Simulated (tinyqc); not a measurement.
Boltzmann transport in a parabolic band with a power-law relaxation time, step by step. Values are carried at full precision from step to step, so a last printed digit may differ when a step is redone from the rounded ones.

F_j(eta) = (1/Gamma(j + 1)) integral_0^infinity x^j dx/(1 + exp(x - eta)), which tends to exp(eta) for eta << 0.

n = N F_1/2(eta) with N = 2 (m kB T/(4 pi c))^(3/2) with c = hbar^2/2m0, in 1/angstrom^3; times 1e24 for 1/cm^3, m = md.

Constants: hbar^2/2m0 = 3.80998211 eV angstrom^2; kB = 8.617333262e-05 eV/K.

Parameters, chosen for this exercise (masses near those of Si; tau0 is set for a mobility of the usual size at this n, kL is a free input; freeze-out and phonon drag, which matter near 77 K, are left out; the results hold for these values, not for the real material): n = 1.9e+18 1/cm^3 (electron density); md = 1.035 m0 (density-of-states mass); T = 200 K; r = 1.5 (exponent of tau); tau0 = 12 fs (tau at E = kT); mc = 0.2517 m0 (conductivity mass); kL = 72 W/(m K) (lattice thermal conductivity).

## Reduced Fermi level

Solve for eta.

N = 1.438e+19 1/cm^3
eta = -1.9776

## Integrals for r = 1.5 (ionised impurities)

tau = tau0 x^r with x = E/kT. With K_j = Gamma(j + 1) F_j(eta): <tau> = tau0 (r + 3/2) K_(r+1/2)/((3/2) K_(1/2)); mu = <tau>/(mc m0/e), m0/e = 5.685630e-12 kg/C; Hall factor rH = (3/2) K_(1/2) (2r + 3/2) K_(2r+1/2)/((r + 3/2) K_(r+1/2))^2; Seebeck S = -(kB/e) [(r + 5/2) K_(r+3/2)/((r + 3/2) K_(r+1/2)) - eta]; Lorenz number L = (kB/e)^2 [(r + 7/2) K_(r+5/2)/((r + 3/2) K_(r+1/2)) - ((r + 5/2) K_(r+3/2)/((r + 3/2) K_(r+1/2)))^2]; kB/e in V/K. Valley anisotropy is left out of rH.

Evaluate F_j and K_j for j = 1/2, r + 1/2, r + 3/2, r + 5/2 and 2r + 1/2 (each value once).

F_j and K_j:
```
j        F_j      K_j
0.5  0.13210  0.11707
2.0  0.13610  0.27221
3.0  0.13724  0.82344
4.0  0.13782   3.3076
3.5  0.13758   1.6003
```

## Transport coefficients

Form the ratios; u is the mean energy carried, in kT.

<tau>/tau0 = 4.650
rH = 1.896
u = 4.033
S = -518.0 microvolt/K
L = 2.958 1e-8 W ohm/K^2

The non-degenerate limits are rH = 1.933, u = r + 5/2 = 4 and L = (r + 5/2)(kB/e)^2 = 2.970; the degenerate ones are rH = 1 and L = 2.443.

## Mobility, conductivity and figure of merit

mu = <tau>/(mc m0/e) with m0/e = 5.685630e-12 kg/C; sigma = e n mu, e = 1.602176634e-19 C; Hall mobility rH mu; power factor S^2 sigma; ZT = S^2 sigma T/(kL + L sigma T), all in SI units.

mu = 390 cm^2/(V s)
Hall mobility = 739 cm^2/(V s)
sigma = 119 S/cm
power factor = 3.18 mW/(m K^2)
electronic thermal conductivity = 0.0702 W/(m K)
ZT = 0.0088

A Hall measurement read with rH = 1 would give a density of 1.00e+18 1/cm^3. Electrons carry 0.097 % of the heat.

## Checks

- Seebeck coefficient against direct integration over -df/dE (microvolt/K): both -518.0.

tinyqc: `OMP_NUM_THREADS=1 python tinyqc.py 1651945 1651946 out.jsonl`; about 0.01 s, one thread, shared Intel(R) Xeon(R) Processor @ 2.30GHz.
